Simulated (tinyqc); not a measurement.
## Floating body of a partially depleted SOI transistor: body voltage and kink: transfer curve and swing

Source at 0 V. Channel current Ic = 2 nf K Vt^2 [F(0) - F(Vd)](1 + la Vd), F(V) = ln^2(1 + exp((Vg - VT - nf V)/(2 nf Vt))), VT = VT0 - gb Vb. Saturation voltage Vs = 2 Vt sqrt(F(0)) + 3 Vt, excess Ve = (Vd - Vs + sqrt((Vd - Vs)^2 + 0.0004 V^2))/2, multiplication M1 = Ai Ve exp(-Bl/Ve). Each junction passes D(v) = J1 (exp(v/Vt) - 1) + J2 (exp(v/(2 Vt)) - 1). Bipolar current Ib = bb J1 (exp(Vb/Vt) - 1). The body settles where M1 (Ic + Ib) = D(Vb) + D(Vb - Vd) + Vb/Rb; drain current Id = (1 + M1)(Ic + Ib) - D(Vb - Vd).

Rows with more than one solution for Vb (latch) are left out; dId/dVd by a forward difference over 1e-4 V, swing = 1e-4 V over the change of log10 Id; M1 under 1e-12 is printed as 0.

Inputs (values chosen for the exercise); values of the order met in partially depleted silicon-on-insulator transistors: temperature T = 300 K; threshold at zero body voltage VT0 = 0.5 V; fall of the threshold per volt of body voltage gb = 0.22; slope factor nf = 1.48; gain factor per width K = 210 uA/(V^2 um); channel-length modulation factor la = 0.05 1/V; impact-ionisation prefactor Ai = 3.17 1/V; impact-ionisation voltage Bl = 6.9 V; diffusion saturation current of each junction J1 = 1.3e-12 uA/um; recombination saturation current of each junction J2 = 3.8e-8 uA/um; gain of the lateral bipolar transistor on the diffusion current bb = 0.5; resistance of a weak body tie to the source (1e9 stands for no tie, and the term is then dropped) Rb = 7e5 kohm um; drain voltage Vd = 1.7 V.

Constants: q = 1.602176634e-19 C, kB = 1.380649e-23 J/K, Vt = kB T/q. Results are converted to the units shown.

Result of one run:
```
Vg (V)	Vb (V)	M1	Id, floating (uA/um)	Id, grounded (uA/um)	ratio	swing, floating (mV/decade)	swing, grounded (mV/decade)
0.65	0.6693	0.03501	7.231	2.072	3.490	350.5	212.3
```

What becomes of these results when the gate voltage Vg is changed from 0.65 to 0.85 V, all else the same?

Result of the changed run:
```
Vg (V)	Vb (V)	M1	Id, floating (uA/um)	Id, grounded (uA/um)	ratio	swing, floating (mV/decade)	swing, grounded (mV/decade)
0.85	0.6802	0.01895	19.77	9.758	2.026	587.7	414.3
```

The whole series:
```
Vg (V)	Vb (V)	M1	Id, floating (uA/um)	Id, grounded (uA/um)	ratio	swing, floating (mV/decade)	swing, grounded (mV/decade)
0.05	2.062e-4	0.07314	3.805e-6	3.801e-6	1.001	89.02	89.11
0.15	0.002489	0.07304	5.174e-5	5.100e-5	1.014	87.38	88.62
0.25	0.04025	0.07266	8.491e-4	6.767e-4	1.255	69.65	89.78
0.35	0.5750	0.06662	0.1493	0.008384	17.81	98.33	94.10
0.45	0.6277	0.05704	0.9929	0.08448	11.75	154.3	108.1
0.55	0.6548	0.04559	3.284	0.5498	5.974	242.1	144.4
0.65	0.6693	0.03501	7.231	2.072	3.490	350.5	212.3
0.75	0.6769	0.02612	12.75	5.117	2.492	467.8	306.2
0.85	0.6802	0.01895	19.77	9.758	2.026	587.7	414.3
```

Vb rises from 2.06e-4 to 0.680 V. The smallest swing among the rows is 69.6 mV a decade with a floating body (at Vg = 0.25 V) and 88.6 with a grounded one; Vt ln 10 = 59.5. The floating swing is smaller by more than 3 % for Vg = 0.25 V, where the rising Vb lowers the threshold as Vg rises. In the first row the floating body raises the current by a factor of 1.00.

Range of the model: The multiplication law is an empirical form chosen for the exercise; self-heating and capacitive coupling to the body are left out, and the linear laws are rough once Vb passes about 0.7 V or M1 about 0.1.

Computed by the program tinyqc: `OMP_NUM_THREADS=1 python tinyqc.py 2182253 2182254 out.jsonl`, one thread of a shared Intel Xeon 2.30GHz, about 0.2 s for the whole run.
